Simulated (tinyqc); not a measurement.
# Transfer-length model of a contact: what changes with what

A metal contact of length d and width W on a thin layer of the same width. The metal has no resistance, the sheet resistance under it equals Rsh, and current enters the layer at the front edge x = 0.

Values chosen for this exercise:

| symbol | value | unit | meaning |
|---|---|---|---|
| Rsh | 2200 | ohm/sq | sheet resistance of the semiconductor layer |
| rc | 2.5e-9 | ohm cm^2 | specific contact resistivity |
| d | 0.0062 | um | contact length |
| W | 0.76 | um | contact width |

Each table varies one quantity; the others keep the values above.

## Effect of the contact length

Transfer length Lt = sqrt(rc/Rsh); front resistance Rc = (Rsh Lt/W) coth(d/Lt); end resistance Re = (Rsh Lt/W)/sinh(d/Lt).

Results:
```
d (um)	d/Lt	Rc W (ohm um)	rc/d (ohm um)	Re/Rc
0.0016	0.15009	157.42	156.25	0.98884
0.0024	0.22514	105.92	104.17	0.97518
0.0034	0.31895	76.006	73.529	0.95121
0.005	0.46904	53.614	50.000	0.89926
0.0074	0.69418	39.044	33.784	0.79950
0.011	1.0319	30.274	22.727	0.63237
0.016	1.5009	25.905	15.625	0.42474
0.023	2.1576	24.087	10.870	0.22816
0.05	4.6904	23.456	5.0000	0.018364
```

Estimate the missing row, d = 0.034 um.

Computed row:
```
d (um)	d/Lt	Rc W (ohm um)	rc/d (ohm um)	Re/Rc
0.034	3.1895	23.532	7.3529	0.082247
```

With this row back in the table: Rc W falls from 157 to 23.5 ohm um, as d^(-0.98) between the first two rows. It levels off at sqrt(rc Rsh) = 23.5 ohm um and, among the rows, is within 5 % of that from d = 0.023 um on (Lt = 0.0107 um): metal beyond two transfer lengths lowers Rc by less than 4 %. In every row Lt is below 20 nm, near the thickness of a real layer, where current spreads in depth and the line model fails.

## Effect of the sheet resistance

Same model as above.

Effect of the sheet resistance:
```
Rsh (ohm/sq)	Lt (um)	d/Lt	Rc W (ohm um)	Re W (ohm um)
87	0.053606	0.11566	40.502	40.233
220	0.033710	0.18392	40.776	40.096
540	0.021517	0.28815	41.432	39.770
1300	0.013868	0.44709	42.974	39.010
3300	0.0087039	0.71233	46.922	37.104
8200	0.0055216	1.1229	55.997	32.949
20000	0.0035355	1.7536	75.081	25.243
51000	0.0022140	2.8003	113.75	13.779
```

What does the table show?

Rc W rises from 40.5 to 114 ohm um while Re W falls from 40.2 to 13.8 ohm um; for Rsh going to zero both tend to rc/d = 40.3 ohm um. A larger Rsh shortens Lt and crowds the current to the front edge. In 5 of the 8 rows Lt is below 20 nm, near the thickness of a real layer, where current spreads in depth and the line model fails.

Computed by the program tinyqc: `OMP_NUM_THREADS=1 python tinyqc.py 2760002 2760003 out.jsonl`, one thread of a shared Intel Xeon 2.30GHz, about 0.01 s for the whole run.
